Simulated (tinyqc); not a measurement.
Schottky barrier on an n-type semiconductor, non-linear Poisson equation by Newton steps: one step of the calculation.

One dimension, metal at x = 0, donor density C(x) = Nd, uniform. Energies are counted from the electron Fermi level of the semiconductor and the conduction-band edge is Ec = -psi, so n = Nc exp(psi/Vt); holes follow the Fermi level of the metal, at -V, so p = Nv exp((V - psi - Eg)/Vt). Ends: psi(0) = V - phiB and psi = Vt ln(Nd/Nc) deep inside. Boltzmann statistics, full ionisation, no current, no image force in the Poisson equation.

Question. Check against the first integral. First integral for uniform doping: E_0^2 = (2 q/(eps0 eps_r)) [Nd (U - Vt + Vt exp(-U/Vt)) + Vt p_0], U = Vbi - V, Vbi = phiB - Vt ln(Nc/Nd), p_0 = Nv exp((phiB - Eg)/Vt) (deep holes neglected). Image-force lowering dphi = sqrt(q E_0/(4 pi eps0 eps_r)), at x_m = sqrt(q/(16 pi eps0 eps_r E_0)). Depletion approximation: E = sqrt(2 q Nd U/(eps0 eps_r)).

Parameters, values chosen for the exercise; band and dielectric values close to those of cadmium telluride:
- T = 400 K (temperature)
- Eg = 1.5 eV (band gap)
- eps_r = 10.4 (relative permittivity)
- Nc = 1.22e18 cm^-3 (conduction-band density of states at T)
- Nv = 2.74e19 cm^-3 (valence-band density of states at T)
- Nd = 4.2e16 cm^-3 (donor density deep in the semiconductor)
- phiB = 0.82 eV (barrier height)
- V = 0 V (bias of the metal against the semiconductor)

Constants: q = 1.602176634e-19 C, kB = 1.380649e-23 J/K, Vt = kB T/q, eps0 = 8.8541878128e-14 F/cm where lengths are in cm. Results are converted to the units shown.

Find: E_0; dphi; x_m; field in the depletion approximation.

Answer.

E_0 = 98.91 kV/cm
dphi = 37.01 mV
x_m = 1.871 nm
field in the depletion approximation = 101.4 kV/cm

Computed by the program tinyqc: `OMP_NUM_THREADS=1 python tinyqc.py 2020007 2020008 out.jsonl`, one thread of a shared Intel Xeon 2.30GHz, about 0.05 s for the whole run.
